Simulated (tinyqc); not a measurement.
Bias-temperature instability, empirical power law with universal recovery: two steps of the calculation.

Threshold-voltage shift at the end of a stress: dV = A (V/V0)^g exp[-(Ea q/kB)(1/T - 1/T0)] (t/1 s)^n. After a delay tr the permanent share pp stays and the rest falls by r = 1/(1 + B (tr/t)^be). An empirical model: its parameters are fits, not properties.

Inputs (values chosen for the exercise): reference stress voltage V0 = 1.7 V; reference temperature T0 = 398 K; shift after 1 s at V0 and T0 A = 21 mV; time exponent n = 0.21; voltage exponent g = 5; apparent activation energy of the shift Ea = 0.17 eV; permanent share pp = 0.43; recovery scale B = 5.4; recovery dispersion be = 0.15; use voltage V = 1.09 V; use temperature T = 378 K; failure criterion dc = 70 mV; delay before the measurement tr = 1e-5 s.

Constants: q = 1.602176634e-19 C, kB = 1.380649e-23 J/K. Results are converted to the units shown.

Problem 1. Shift and lifetime at use conditions. The lifetime solves dV = dc; ten years are 3.15576e8 s.

Find: voltage factor; temperature factor; shift after ten years; lifetime; largest voltage for ten years.

Solution 1.

voltage factor = 0.10836
temperature factor = 0.76931
shift after ten years = 106.66 mV
lifetime = 1.346 years
largest voltage for ten years = 1.0019 V

The device fails: the shift at ten years is above dc. In time the voltage exponent is g/n = 23.8 and the activation energy Ea/n = 0.810 eV.

Problem 2. What a delayed measurement sees. At V0 and T0, measured shift = dV [pp + (1 - pp) r]; the apparent exponent is the slope of ln(shift) against ln t between the first and last point.

t, point 0 to 2 (s): [100, 1000, 10000]

Give: dV; share left; measured; apparent n.

Solution 2.

dV, point 0 to 2 (mV): [55.24, 89.58, 145.3]
share left, point 0 to 2: [0.8148, 0.8551, 0.8892]
measured, point 0 to 2 (mV): [45.01, 76.61, 129.2]
apparent n = 0.2290

The delay hides 11.1 % of the last shift and raises the exponent from 0.21 to 0.229, since short stresses recover by a larger share.

tinyqc, about 0.01 s, one thread, Intel Xeon 2.30GHz (shared host): `OMP_NUM_THREADS=1 python tinyqc.py 2070088 2070089 out.jsonl`
